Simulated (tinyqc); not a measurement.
Empirical pseudopotential in a few plane waves, step by step. One step of it, computed by the program tinyqc.

Problem. Levels at k. Diagonalise the Hermitian matrix.

H(k) at k (eV):
```
                     +0+0+0               -1-1-1               -1-1+1               -1+1-1
+0+0+0             1.634062   2.001101+0.904344i  -2.001101+0.904344i  -2.001101+0.904344i
-1-1-1   2.001101-0.904344i            12.171807   0.000000-0.340142i   0.000000-0.340142i
-1-1+1  -2.001101-0.904344i   0.000000+0.340142i             6.333327             0.394565
-1+1-1  -2.001101-0.904344i   0.000000+0.340142i             0.394565            19.719110
-1+1+1  -2.001101+0.904344i            -0.394565   0.000000+0.340142i   0.000000+0.340142i
+1-1-1  -2.001101-0.904344i   0.000000+0.340142i             0.394565             0.394565
+1-1+1  -2.001101+0.904344i            -0.394565   0.000000+0.340142i             0.000000
+1+1-1  -2.001101+0.904344i            -0.394565             0.000000   0.000000+0.340142i
+1+1+1   2.001101+0.904344i             0.000000            -0.394565            -0.394565
-2+0+0   0.000000-0.340142i  -2.001101+0.904344i  -2.001101-0.904344i  -2.001101-0.904344i
+0-2+0   0.000000-0.340142i  -2.001101+0.904344i  -2.001101-0.904344i   0.702309-0.144310i
+0+0-2   0.000000-0.340142i  -2.001101+0.904344i   0.702309-0.144310i  -2.001101-0.904344i
+0+0+2   0.000000+0.340142i  -0.702309-0.144310i   2.001101+0.904344i  -0.702309+0.144310i
+0+2+0   0.000000+0.340142i  -0.702309-0.144310i  -0.702309+0.144310i   2.001101+0.904344i
+2+0+0   0.000000+0.340142i  -0.702309-0.144310i  -0.702309+0.144310i  -0.702309+0.144310i

                     -1+1+1               +1-1-1               +1-1+1               +1+1-1
+0+0+0  -2.001101-0.904344i  -2.001101+0.904344i  -2.001101-0.904344i  -2.001101-0.904344i
-1-1-1            -0.394565   0.000000-0.340142i            -0.394565            -0.394565
-1-1+1   0.000000-0.340142i             0.394565   0.000000-0.340142i             0.000000
-1+1-1   0.000000-0.340142i             0.394565             0.000000   0.000000-0.340142i
-1+1+1            13.880630             0.000000             0.394565             0.394565
+1-1-1             0.000000            10.747787   0.000000-0.340142i   0.000000-0.340142i
+1-1+1             0.394565   0.000000+0.340142i             4.909307             0.394565
+1+1-1             0.394565   0.000000+0.340142i             0.394565            18.295091
+1+1+1   0.000000+0.340142i            -0.394565   0.000000+0.340142i   0.000000+0.340142i
-2+0+0   2.001101-0.904344i   0.702309-0.144310i  -0.702309-0.144310i  -0.702309-0.144310i
+0-2+0  -0.702309-0.144310i  -2.001101-0.904344i   2.001101-0.904344i  -0.702309-0.144310i
+0+0-2  -0.702309-0.144310i  -2.001101-0.904344i  -0.702309-0.144310i   2.001101-0.904344i
+0+0+2  -2.001101+0.904344i  -0.702309+0.144310i  -2.001101+0.904344i   0.702309+0.144310i
+0+2+0  -2.001101+0.904344i  -0.702309+0.144310i   0.702309+0.144310i  -2.001101+0.904344i
+2+0+0   0.702309+0.144310i   2.001101+0.904344i  -2.001101+0.904344i  -2.001101+0.904344i

                     +1+1+1               -2+0+0               +0-2+0               +0+0-2
+0+0+0   2.001101-0.904344i   0.000000+0.340142i   0.000000+0.340142i   0.000000+0.340142i
-1-1-1             0.000000  -2.001101-0.904344i  -2.001101-0.904344i  -2.001101-0.904344i
-1-1+1            -0.394565  -2.001101+0.904344i  -2.001101+0.904344i   0.702309+0.144310i
-1+1-1            -0.394565  -2.001101+0.904344i   0.702309+0.144310i  -2.001101+0.904344i
-1+1+1   0.000000-0.340142i   2.001101+0.904344i  -0.702309+0.144310i  -0.702309+0.144310i
+1-1-1            -0.394565   0.702309+0.144310i  -2.001101+0.904344i  -2.001101+0.904344i
+1-1+1   0.000000-0.340142i  -0.702309+0.144310i   2.001101+0.904344i  -0.702309+0.144310i
+1+1-1   0.000000-0.340142i  -0.702309+0.144310i  -0.702309+0.144310i   2.001101+0.904344i
+1+1+1            12.456611  -0.702309-0.144310i  -0.702309-0.144310i  -0.702309-0.144310i
-2+0+0  -0.702309+0.144310i            17.298277             0.394565             0.394565
+0-2+0  -0.702309+0.144310i             0.394565             8.326954             0.394565
+0+0-2  -0.702309+0.144310i             0.394565             0.394565            21.712737
+0+0+2  -2.001101-0.904344i            -0.394565            -0.394565             0.000000
+0+2+0  -2.001101-0.904344i            -0.394565             0.000000            -0.394565
+2+0+0  -2.001101-0.904344i             0.000000            -0.394565            -0.394565

                     +0+0+2               +0+2+0               +2+0+0
+0+0+0   0.000000-0.340142i   0.000000-0.340142i   0.000000-0.340142i
-1-1-1  -0.702309+0.144310i  -0.702309+0.144310i  -0.702309+0.144310i
-1-1+1   2.001101-0.904344i  -0.702309-0.144310i  -0.702309-0.144310i
-1+1-1  -0.702309-0.144310i   2.001101-0.904344i  -0.702309-0.144310i
-1+1+1  -2.001101-0.904344i  -2.001101-0.904344i   0.702309-0.144310i
+1-1-1  -0.702309-0.144310i  -0.702309-0.144310i   2.001101-0.904344i
+1-1+1  -2.001101-0.904344i   0.702309-0.144310i  -2.001101-0.904344i
+1+1-1   0.702309-0.144310i  -2.001101-0.904344i  -2.001101-0.904344i
+1+1+1  -2.001101+0.904344i  -2.001101+0.904344i  -2.001101+0.904344i
-2+0+0            -0.394565            -0.394565             0.000000
+0-2+0            -0.394565             0.000000            -0.394565
+0+0-2             0.000000            -0.394565            -0.394565
+0+0+2            10.035777             0.394565             0.394565
+0+2+0             0.394565            23.421561             0.394565
+2+0+0             0.394565             0.394565            14.450238
```

Give: eigenvalues.

Solution.

eigenvalues (eV): -2.2954  3.2060  4.9711  5.6657  10.1982  10.9386  12.0606  12.5342  13.8110  16.2970  17.0746  19.0611  21.5690  23.5917  26.7098
